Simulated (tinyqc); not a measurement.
# Doping and thickness from pinch-off voltage and conductance

Inverse problem. A uniform channel has Vp = q Nd a^2/(2 eps0 eps_r) and G0 = q mu Nd a W/L. Find a and Nd.

Inputs (values chosen for the exercise); material values close to those of gallium arsenide:
```
symbol  value        unit                                     meaning
eps_r    12.8              relative permittivity of the semiconductor
mu       4800  cm^2/(V s)           low-field mobility at this doping
L           5          um                                 gate length
W         100          um                                  gate width
```

Constants: q = 1.602176634e-19 C, eps0 = 8.8541878128e-14 F/cm where lengths are in cm. Results are converted to the units shown.

Vp = 3.5039519 V
G0 = 28.239324 mS

Solution. G0 gives the product Nd a and Vp gives Nd a^2; their ratio is a.

a = 270.0 nm
Nd = 6.800e16 cm^-3

tinyqc, about 0.05 s, one thread, Intel Xeon 2.30GHz (shared host): `OMP_NUM_THREADS=1 python tinyqc.py 2500035 2500036 out.jsonl`
